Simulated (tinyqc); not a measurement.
Changing the step factor eta: geometry relaxation of a small cluster. Computed by tinyqc, a small Python program. Command: `OMP_NUM_THREADS=1 python tinyqc.py 3003789 3003790 out.jsonl relax sweep`. One thread of a shared host (Intel(R) Xeon(R) Processor @ 2.30GHz), about 0.02 s of CPU time with the checks.

E = sum_(i<j) phi(r_ij), phi(r) = eps [exp(-2 alpha (r - r0)) - 2 exp(-alpha (r - r0))]; the force on i is -sum_j phi'(r_ij) (R_i - R_j)/r_ij.

Inputs (values chosen for the exercise, for model atoms):
```
quantity,value,unit
length r0,2.88,angstrom
well depth eps,0.74,eV
stiffness alpha,1.7,1/angstrom
largest number of steps,500,-
```

Potential: Morse. Method: BFGS.

starting positions (angstrom):
```
,x,y,z
atom 1,-0.15,0.15,0.1
atom 2,2.82,-0.16,0.12
atom 3,1.2,2.32,-0.13
atom 4,1.25,0.71,2.17
atom 5,1.53,0.86,-2.39
```

Method:
- BFGS: R(new) = R + B F with the inverse Hessian B = eta 1 at first; with s = R(new) - R, y = F - F(new), rho = 1/(y.s): B(new) = (1 - rho s y^T) B (1 - rho y s^T) + rho s s^T, skipped if y.s is not positive.
- No atom moves more than 0.3 angstrom a step (the whole step is scaled). Stop when the largest force component is below 1e-5 eV/angstrom.
- Hessian at the final positions by central differences of the forces; six eigenvalues vanish (translations and rotations). Steepest descent is stable for eta below 2/lambda_max and contracts the softest mode by 1 - eta lambda_min a step.

One run for each value:
```
step factor eta (angstrom^2/eV),steps,final energy (eV),largest stable eta (angstrom^2/eV)
0.013,36,-6.727,0.1097
0.019,32,-6.727,0.1097
0.028,26,-6.727,0.1097
0.041,22,-6.727,0.1097
0.059,18,-6.727,0.1097
0.086,15,-6.727,0.1097
0.120,13,-6.727,0.1097
0.180,13,-6.727,0.1097
0.260,15,-6.727,0.1097
```

Over the rows, steps goes from 36.0 through a minimum among these rows, 13.0 at 0.120, to 15.0. The final energy is the same in every row; the largest stable eta for plain steepest descent is 0.110.

Extremes, crossings and ranges named in words are read from the listed rows.
